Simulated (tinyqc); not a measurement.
What each oscillator parameter does: Lorentz oscillators and the Kramers-Kronig relations.

eps(E) = 1 + sum_j S_j/(E0_j^2 - E^2 - i G_j E).

n + i k = sqrt(eps1 + i eps2) with k >= 0; R = ((n - 1)^2 + k^2)/((n + 1)^2 + k^2) at normal incidence from vacuum; alpha = 2 E k/(hbar c), times 1e8 for 1/cm; loss function Im(-1/eps) = eps2/(eps1^2 + eps2^2).

Values chosen for the exercise (line positions loosely like those of Si; Lorentz tails absorb below the gap, where the real solid is clear; not measured data):
```
symbol  value                unit  meaning
E0      (3.48, 4.11, 5.41)   eV    resonances
G       (0.29, 0.36, 1.17)   eV    widths
S       (43.6, 112.9, 49.4)  eV^2  strengths
E       8.02                 eV    photon energy
```

At the energy E.

One parameter was then changed.

Results before and after:
```
case       eps1   eps2      n      k      R
base     -3.520  0.534  0.142  1.882  0.883
changed  -3.783  0.604  0.155  1.951  0.880
```

Which of these changes was made? (a) E0 = (3.48, 4.11, 5.681) eV; (b) G = (0.29, 0.36, 1.755) eV; (c) E = 8.421 eV; (d) S = (43.6, 112.9, 59.28) eV^2.

Answer: (d) S = (43.6, 112.9, 59.28) eV^2. Of the candidates, run in turn, only this one gives the changed row.

All candidates:
```
case                             eps1   eps2      n      k      R
base                           -3.520  0.534  0.142  1.882  0.883
E0 = (3.48, 4.11, 5.681) eV    -3.625  0.597  0.156  1.910  0.875
G = (0.29, 0.36, 1.755) eV     -3.419  0.669  0.180  1.858  0.851
S = (43.6, 112.9, 59.28) eV^2  -3.783  0.604  0.155  1.951  0.880
E = 8.421 eV                   -2.947  0.413  0.120  1.721  0.886
```

Run: tinyqc, `OMP_NUM_THREADS=1 python tinyqc.py 1682197 1682198 out.jsonl`; Intel(R) Xeon(R) Processor @ 2.30GHz, one thread, shared host; about 0.2 s of CPU time with all checks.
